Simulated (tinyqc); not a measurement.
# Off-state leakage of single and stacked transistors: what changes with what

n-channel devices of unit width. Subthreshold current I(Vg, Vs, Vd) = I0 (T/300 K)^0.5 exp[(Vg - Vs - VT(T) - gb (Vs - Vb) + dd (Vd - Vs))/(nf Vt)] (1 - exp(-(Vd - Vs)/Vt)), VT(T) = VT - cT (T - 300 K). Gate-edge tunnelling Ig (Vd/1 V) exp(ag (Vd - 1 V)), for a gate at 0 V, and band-to-band leakage Ab u exp(-Bb/u), u = Vd - Vb + 1 V, flow at a drain held at V; both are taken as independent of T. In a stack of off transistors (all gates at 0 V) the same subthreshold current passes through each.

Values chosen for this exercise; values of the order met in bulk silicon logic transistors:
- T = 378 K (temperature)
- V = 1.1 V (supply voltage)
- VT = 0.44 V (threshold at 300 K, zero drain and body bias)
- cT = 0.5 mV/K (fall of the threshold with temperature)
- I0 = 0.13 uA/um (current at threshold at 300 K)
- nf = 1.32 (slope factor)
- dd = 0.11 (drain-induced lowering per volt)
- gb = 0.24 (rise of the threshold per volt of source-body bias)
- Ig = 2e-6 uA/um (gate-edge tunnelling current at 1 V)
- ag = 4.5 1/V (exponential slope of the gate current)
- Ab = 50 uA/(um V) (prefactor of band-to-band leakage at the drain)
- Bb = 25 V (its exponential voltage)
- Vb = -0.6 V (body voltage)

Constants: q = 1.602176634e-19 C, kB = 1.380649e-23 J/K, Vt = kB T/q. Results are converted to the units shown.

Each table varies one quantity; the others keep the values above.

## Subthreshold current against the height of the stack

All n gates at 0 V, bottom source at 0 V, top drain at V; node voltages follow from equal currents.

Subthreshold current against the height of the stack:

| n | I (nA/um) | reduction factor | drain voltage of the bottom device (mV) | source voltage of the top device (mV) | voltage across the top device (V) |
|---|---|---|---|---|---|
| 1 | 0.0076118 | 1.0000 | 1100.0 | 0 | 1.1000 |
| 2 | 5.2581e-4 | 14.476 | 85.119 | 85.119 | 1.0149 |
| 3 | 2.5701e-4 | 29.617 | 24.519 | 107.92 | 0.99208 |
| 4 | 1.6921e-4 | 44.985 | 14.403 | 121.23 | 0.97877 |
| 5 | 1.2593e-4 | 60.445 | 10.199 | 130.64 | 0.96936 |
| 6 | 1.0022e-4 | 75.953 | 7.8936 | 137.91 | 0.96209 |

The second transistor cuts the current by a factor of 14.5, the third by a further 2.05 and the sixth by 1.26. The top device keeps 87.5 % of the supply at n = 6, while the drain voltage of the bottom one falls to 0.242 Vt.

## Leakage components against the supply voltage

Same model as above.

One transistor with Vg = Vs = 0, Vd = V; stack factor I(one)/I(two in series).

Leakage components against the supply voltage:

| V (V) | subthreshold (nA/um) | gate edge (nA/um) | band-to-band (nA/um) | total (nA/um) | stack factor | largest part |
|---|---|---|---|---|---|---|
| 0.5 | 0.0016400 | 1.0540e-4 | 0.70961 | 0.71135 | 4.2279 | band-to-band |
| 0.6 | 0.0021182 | 1.9836e-4 | 1.2771 | 1.2794 | 5.1011 | band-to-band |
| 0.7 | 0.0027357 | 3.6294e-4 | 2.1883 | 2.1914 | 6.2072 | band-to-band |
| 0.8 | 0.0035332 | 6.5051e-4 | 3.5915 | 3.5957 | 7.6082 | band-to-band |
| 0.9 | 0.0045633 | 0.0011477 | 5.6750 | 5.6807 | 9.3826 | band-to-band |
| 1 | 0.0058936 | 0.0020000 | 8.6703 | 8.6782 | 11.630 | band-to-band |
| 1.1 | 0.0076118 | 0.0034503 | 12.855 | 12.867 | 14.476 | band-to-band |
| 1.2 | 0.0098309 | 0.0059030 | 18.557 | 18.572 | 18.081 | band-to-band |
| 1.3 | 0.012697 | 0.010029 | 26.149 | 26.171 | 22.648 | band-to-band |
| 1.4 | 0.016399 | 0.016939 | 36.055 | 36.089 | 28.432 | band-to-band |

What does the table show?

As V goes from 0.5 to 1.4, the total leakage rises from 0.711 to 36.1 nA/um. The band-to-band part leads at V = 0.5 and in all other rows. The reduction by a stack of two rises from 4.23 to 28.4, for the subthreshold part alone.

tinyqc, about 0.04 s, one thread, Intel Xeon 2.30GHz (shared host): `OMP_NUM_THREADS=1 python tinyqc.py 2242111 2242112 out.jsonl`
